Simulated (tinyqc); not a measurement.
Surface potential of a MOS transistor: implicit equation and explicit approximations: one step of the calculation.

p-type body, charge-sheet picture, depletion and inversion only, full ionisation (an idealisation for deep acceptors), Boltzmann statistics (rough once Na exp(x - xn) passes about Nc/7). In units of Vt: xg = (Vg - Vfb)/Vt, x = psi/Vt, G = gamma/sqrt(Vt), xn = (2 phiF + Vc)/Vt. The implicit equation is (xg - x)^2 = G^2 [x - 1 + exp(x - xn)] for x above about 3. Cox = eps0 eox/tox.

Problem. Scales. ni = sqrt(Nc Nv) exp(-Eg/(2 Vt)), Eg in volts; phiF = Vt ln(Na/ni); gamma = sqrt(2 q eps0 eps_r Na)/Cox; VT = Vfb + Vt (xn + G sqrt(xn - 1)).

Parameters, values chosen for the exercise; band and dielectric values close to those of silicon:
- T = 350 K (temperature)
- Eg = 1.14 eV (band gap)
- eps_r = 11.6 (relative permittivity)
- Nc = 3.57e19 cm^-3 (conduction-band density of states at T)
- Nv = 3.3e19 cm^-3 (valence-band density of states at T)
- eox = 3.9 (relative permittivity of the gate insulator (close to silicon dioxide))
- tox = 14 nm (insulator thickness)
- Na = 1.1e16 cm^-3 (acceptor density)
- Vfb = -0.46 V (flat-band voltage)
- Vc = 0 V (channel-body voltage)
- Vg = 1.26 V (gate-body voltage)

Constants: q = 1.602176634e-19 C, kB = 1.380649e-23 J/K, Vt = kB T/q, eps0 = 8.8541878128e-14 F/cm where lengths are in cm. Results are converted to the units shown.

Wanted: phiF; gamma; G; xn; VT; xg.

Solution.

phiF = 0.3273 V
gamma = 0.2439 V^0.5
G = 1.405
xn = 21.71
VT = 0.3875 V
xg = 57.03

Program tinyqc, `OMP_NUM_THREADS=1 python tinyqc.py 2122013 2122014 out.jsonl`; Intel Xeon 2.30GHz, shared host, one thread, about 0.01 s.
